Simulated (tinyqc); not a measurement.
Worked calculation: core-shell quantum dot (spherical envelope functions). Values are carried at full precision from step to step, so a last printed digit may differ when a step is redone from the rounded ones.

Parabolic bands; strain and other valleys are left out. s states, u = r psi, hard wall at R + H, c = hbar^2/2m0, energies from the band edges of the core. Core: u = sin(k1 r)/k1, k1 = sqrt(m1 E/c). At R, psi and psi'/m are continuous, so u is continuous and its slope in the shell is s = u/R + (m2/m1)(u' - u/R). Shell: u(R + x) = u(R) cos(k2 x) + s sin(k2 x)/k2, k2 = sqrt(m2 (E - V)/c); for negative arguments the functions turn into sinh and cosh. A level has u(R + H) = 0.

Constants: hbar^2/2m0 = 3.80998211 eV angstrom^2; e^2/(4 pi eps0) = 14.39964547 eV angstrom; hc = 1239.841984 eV nm.

Values chosen for the exercise (near those of a CdTe/CdSe core-shell dot; shifted at random, so the results belong to these values and not to a real crystal): R = 24 angstrom (core radius); H = 29 angstrom (shell thickness); Vc = -0.292 eV (conduction edge of the shell above that of the core); me1 = 0.095 m0 (electron, core); me2 = 0.131 m0 (electron, shell); E = -0.087 eV (trial energy of the electron); Vv = 0.571 eV (hole barrier of the shell); mh1 = 0.361 m0 (hole, core); mh2 = 0.438 m0 (hole, shell); Eg = 1.512 eV (gap of the core); eps = 7.1 (dielectric constant).

## Shooting at a trial energy

Carry the electron solution outwards.

k1^2 = -0.0021693 1/angstrom^2
k2^2 = 0.0070486 1/angstrom^2
u(R) = 29.320 angstrom
s = 1.8710
u(R + H) = -7.821 angstrom

u(R + H) is negative: one node has entered, so the lowest level lies below the trial energy.

## Ground states

Find the lowest root for electron and hole, and the share of u^2 inside the core.

Levels:

| carrier | E (eV) | share in the core |
|---|---|---|
| electron | -0.1105 | 0.175 |
| hole | 0.1238 | 0.960 |

The core holds 9 % of the volume. The electron sits mainly in the shell and the hole in the core (type II).

## Overlap and Coulomb integrals

Overlap = (integral of u_e u_h)^2 with normalised u. Coulomb integrals J_ab = (q/eps) double integral of u_a(r)^2 u_b(s)^2/max(r, s), q = e^2/(4 pi eps0), one eps everywhere. Exciton E = Eg + E_e + E_h - J_eh; first-order biexciton shift J_ee + J_hh - 2 J_eh (positive: repulsive).

Integrate numerically.

overlap = 0.229

J_eh, J_ee, J_hh (meV): 68.4  57.4  123.9

## Exciton and biexciton

Give E, the wavelength hc/E and the biexciton shift.

E = 1.457 eV
wavelength = 851 nm
biexciton shift = 44 meV

The line lies below the gap of the core. At first order the shift is the Coulomb integral of the net charge density with itself and cannot be negative; correlation, left out here, lowers it.

## Checks

- Level without offset and mass step against c (pi/(R + H))^2/m, eV: both 0.1409.
- J_ee in that case against 1.786 q/(eps (R + H)), meV: both 68.3.

tinyqc: `OMP_NUM_THREADS=1 python tinyqc.py 1282154 1282155 out.jsonl`; about 0.05 s, one thread, shared Intel(R) Xeon(R) Processor @ 2.30GHz.
